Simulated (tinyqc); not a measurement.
Electron continuity equation in a given potential, Scharfetter-Gummel discretisation: three discretisations compared.

Steady state in one dimension: J = q mu n E + q D dn/dx with E = -dpsi/dx and D = mu Vt, dJ/dx = q (n/tau - G), fixed densities nL and nR at the ends. The potential is given, psi = U (x/L)^2, and is not changed by the electrons.

9 equal intervals. Fluxes J_i = (q D/h)(n_(i+1) P_i - n_i Q_i), d_i = (psi_(i+1) - psi_i)/Vt: Scharfetter-Gummel P = B(d), Q = B(-d), B(d) = d/(exp(d) - 1); central P = 1 - d/2, Q = 1 + d/2; upwind P = 1 + max(-d, 0), Q = 1 + max(d, 0). Balance at each inner node: J_i - J_(i-1) = q h (n_i/tau - G). The reference is Scharfetter-Gummel on 1800 intervals.

Inputs (values chosen for the exercise); mobility close to that of gallium arsenide at room temperature: temperature T = 350 K; electron mobility mu = 8040 cm^2/(V s); length of the region L = 0.19 um; density at x = 0 nL = 1.9e13 cm^-3; density at x = L nR = 0 cm^-3; lifetime tau = 4.2e-13 s; uniform generation rate G = 4.2e24 cm^-3 s^-1; potential difference psi(L) - psi(0) U = -1.3 V.

Constants: q = 1.602176634e-19 C, kB = 1.380649e-23 J/K, Vt = kB T/q. Results are converted to the units shown.

Densities (cm^-3):
```
node  Scharfetter-Gummel   central    upwind  reference
0               1.900e13  1.900e13  1.900e13   1.900e13
1               1.116e13  1.110e13  1.225e13   1.118e13
2               2.464e12  1.531e12  4.809e12   2.461e12
3               3.255e11  -1.136e9  1.414e12   3.190e11
4               1.062e11  1.491e11  3.735e11   1.020e11
5               6.360e10  4.336e10  1.146e11   6.109e10
6               3.910e10  4.998e10  4.851e10   3.764e10
7               2.213e10  1.837e10  2.416e10   2.136e10
8                9.621e9  1.472e10  1.011e10    9.307e9
9                      0         0         0          0
```

What does the comparison show, and why?

Largest errors as a share of the largest reference density listed: Scharfetter-Gummel 0.097 %, central 4.9 %, upwind 12 %. The largest |d| is 9.05. Central differences give 1 negative value(s), since P or Q changes sign once |d| exceeds 2. Upwinding stays positive but acts as if D were larger by the factor 1 + |d|/2, up to 5.52 here.

Range of the model: The drift velocity mu E exceeds 1e7 cm/s somewhere, where real mobilities no longer stay constant.

Numbers from tinyqc (`OMP_NUM_THREADS=1 python tinyqc.py 2220062 2220063 out.jsonl`; about 0.01 s on one thread of a shared Intel Xeon 2.30GHz).
